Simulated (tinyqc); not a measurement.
From results back to parameters: effective work function and flat-band voltage of a metal/high-k/SiO2/Si stack with a dipole layer. Two cases, with inputs chosen for the exercise.

Problem. Three stacks with (t1, t2) = (8, 20), (30, 20) and (8, 60) angstrom have the flat-band voltages below. VFB = W0 - (chi + dEF) - 4 pi e2 [Q1 EOT + Q2 x2]/3.9 with x2 = t2 3.9/eps2, EOT = t1 + x2, e2 = e^2/4 pi eps0, 1 cm^-2 = 1e-16 angstrom^-2; W0 is the work function with the dipole step.

Constants: e^2/(4 pi eps0) = 14.39964547 eV angstrom.

Find: Q1; Q2; W0.

Method. The first two stacks differ in t1 alone and give Q1; the first and third give Q1 + Q2; W0 follows from any of them.

Case 1.

Values chosen (out of a larger set: a stack on Si capped with a titanium-like oxide; not measured data): chi = 4.044 eV (electron affinity of the channel); dEF = 0.201 eV (Ec - EF in the channel); eps = (3.9, 25.8) (their dielectric constants).

VFB (V): -0.0606434  -0.0810584  -0.0631683

Solution.

Q1 = 2.0e+11 e/cm^2
Q2 = -1.1e+11 e/cm^2
W0 = 4.193 eV

Case 2.

Values chosen (out of a larger set: a stack on Si capped with an yttrium-like oxide; not measured data): chi = 4.054 eV (electron affinity of the channel); dEF = 0.995 eV (Ec - EF in the channel); eps = (3.9, 25) (their dielectric constants).

VFB (V): -0.9888397  -0.9684247  -1.0007101

Solution.

Q1 = -2.0e+11 e/cm^2
Q2 = 6.1e+11 e/cm^2
W0 = 4.059 eV

Computed by tinyqc, one run a case: `OMP_NUM_THREADS=1 python tinyqc.py N N+1 out.jsonl` with N = 1880589, 1880603; one thread of a shared Intel(R) Xeon(R) Processor @ 2.30GHz, about 0.01 s a run at most.
